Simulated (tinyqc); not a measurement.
Cahn-Hilliard equation on a periodic one-dimensional grid: one step, computed by the program tinyqc. Command: `OMP_NUM_THREADS=1 python tinyqc.py 3013677 3013678 out.jsonl cahn walk`. One thread of a shared host (Intel(R) Xeon(R) Processor @ 2.30GHz), about 0.1 s of CPU time with the checks.

Free energy F = h sum_j [A (c_j^2 - 1)^2/4 + (kappa/2) ((c_(j+1) - c_j)/h)^2]; dc/dt = Lap(mu), mu = A (c^3 - c) - kappa Lap(c), Lap(y)_j = (y_(j+1) - 2 y_j + y_(j-1))/h^2, mobility 1; the grid has n = 12 points.

Question. Linear stability. f'' = A (3 c0^2 - 1). Mode m has lambda_m = (4/h^2) sin^2(pi m/n) and the rate w_m = -lambda_m (f'' + kappa lambda_m). In the continuum the fastest wavelength is 2 pi sqrt(2 kappa/|f''|) with the rate f''^2/(4 kappa). Explicit steps near c = +-1, where f'' = 2A, are stable for dt < 2/(16 kappa/h^4 + 8 A/h^2).

Inputs (values chosen for the exercise, in reduced units):
```
quantity,value,unit
spacing h,0.97,-
well depth A,1.3,-
gradient coefficient kappa,0.49,-
mean composition c0,-0.36,-
```

Give: f''; Modes of the grid; fastest wavelength; largest rate; explicit limit of dt.

Answer.

f'' = -0.79456

Modes of the grid:
```
m,lambda_m,w_m
1,0.285,0.187
2,1.063,0.291
3,2.126,-0.525
4,3.188,-2.448
5,3.966,-4.558
6,4.251,-5.478
```

fastest wavelength = 6.978

largest rate = 0.3221

explicit limit of dt = 0.1005
